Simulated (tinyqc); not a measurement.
Reverse leakage of an n+-p junction: diffusion, generation, trap-assisted and band-to-band tunnelling: two steps of the calculation.

One-sided abrupt junction in the depletion approximation, x from the junction (0) to W on the p side, field F = F0 (1 - x/W). Flat quasi-Fermi levels, long p side. Traps generate through SRH with both lifetimes shortened by 1 + Gamma (Hurkx enhancement, form for moderate fields); band-to-band generation is local and needs a total bending above Eg.

Inputs (values chosen for the exercise); band and dielectric values close to those of silicon: temperature T = 300 K; band gap Eg = 1.11 eV; relative permittivity eps_r = 11.5; conduction-band density of states at T Nc = 2.77e19 cm^-3; valence-band density of states at T Nv = 2.61e19 cm^-3; acceptor density of the lighter side Na = 1.9e16 cm^-3; donor density of the heavier side Nd = 1e20 cm^-3; SRH lifetime of both carriers at zero field tau = 2e-9 s; tunnelling mass mt = 0.26 m0; electron diffusion coefficient on the lighter side Dn = 4.3 cm^2/s; reverse bias VR = 2 V.

Constants: q = 1.602176634e-19 C, kB = 1.380649e-23 J/K, hbar = 1.054571817e-34 J s, m0 = 9.1093837015e-31 kg, Vt = kB T/q, eps0 = 8.8541878128e-14 F/cm where lengths are in cm. Results are converted to the units shown.

Question 1. Field, scales and diffusion current. ni = sqrt(Nc Nv) exp(-Eg/(2 Vt)), Eg in volts; Vbi = Vt ln(Na Nd/ni^2); W = sqrt(2 eps0 eps_r (Vbi + VR)/(q Na)); F0 = 2 (Vbi + VR)/W; FG = sqrt(24 mt m0 (kB T)^3)/(q hbar); J_diff = q ni^2 sqrt(Dn/tau)(1 - exp(-VR/Vt))/Na.

Give: ni; Vbi; W; F0; FG; J_diff.

Answer 1.

ni = 1.2764e10 cm^-3
Vbi = 0.95640 V
W = 444.72 nm
F0 = 132.96 kV/cm
FG = 376.15 kV/cm
J_diff = 6.3697e-11 A/cm^2

Question 2. Current components. u = (Vbi + VR)(1 - x/W)^2, p = Na exp(-u/Vt), n = Nd exp((u - Vbi - VR)/Vt); G0 = ni^2 (1 - exp(-VR/Vt))/(tau (n + p + 2 ni cosh(Et/Vt))); Gamma = 2 sqrt(3 pi)(F/FG) exp((F/FG)^2); trap-assisted part G0 Gamma; G_bb = Ab F^2.5 exp(-Bb/F) with F in V/cm, zero unless Vbi + VR > Eg. 16 equal steps.

Each current is q times the trapezoid sum of its rate; J adds J_diff; J_bb under 1e-8 of the sum is given as 0.

```
point     x (nm)  G0 (cm^-3 s^-1)  G0 Gamma (cm^-3 s^-1)  G_bb (cm^-3 s^-1)
0        0.00000      8.1453733e8            2.0030184e9      9.6097737e-33
1       27.79508     8.4131376e14           1.9104367e15      8.8985940e-37
2       55.59016     3.1625193e18           6.6084251e18      2.2126097e-41
3       83.38523     3.1908801e18           6.1103746e18                 ~0
4      111.18031     3.1908802e18           5.5719462e18                 ~0
5      138.97539     3.1908802e18           5.0506052e18                 ~0
6      166.77047     3.1908802e18           4.5446423e18                 ~0
7      194.56555     3.1908802e18           4.0524260e18                 ~0
8      222.36062     3.1908793e18           3.5723931e18                 ~0
9      250.15570     3.1901401e18           3.1023255e18                 ~0
10     277.95078     2.9622238e18           2.4535408e18                 ~0
11     305.74586     2.7721504e17           1.9031783e17                 ~0
12     333.54094     5.4387599e15           2.9740275e15                 ~0
13     361.33602     2.3887559e14           9.7632509e13                 ~0
14     389.13109     2.5596156e13           6.9573908e12                  0
15     416.92617     6.7013406e12           9.0942625e11                  0
16     444.72125     4.2870328e12                      0                  0
```

J_diff = 6.3696712e-11 A/cm^2

Find: J_SRH; J_TAT; J_bb; J.

Answer 2.

J_SRH = 1.280e-5 A/cm^2
J_TAT = 1.838e-5 A/cm^2
J_bb = 0 A/cm^2
J = 3.118e-5 A/cm^2

Range of the model: The n+ side is degenerate, so Vbi from Boltzmann statistics is only a guide.

Numbers from tinyqc (`OMP_NUM_THREADS=1 python tinyqc.py 2290085 2290086 out.jsonl`; about 0.01 s on one thread of a shared Intel Xeon 2.30GHz).

~0 in a residual or rate marks an entry under 1e-11 of the largest of its column.
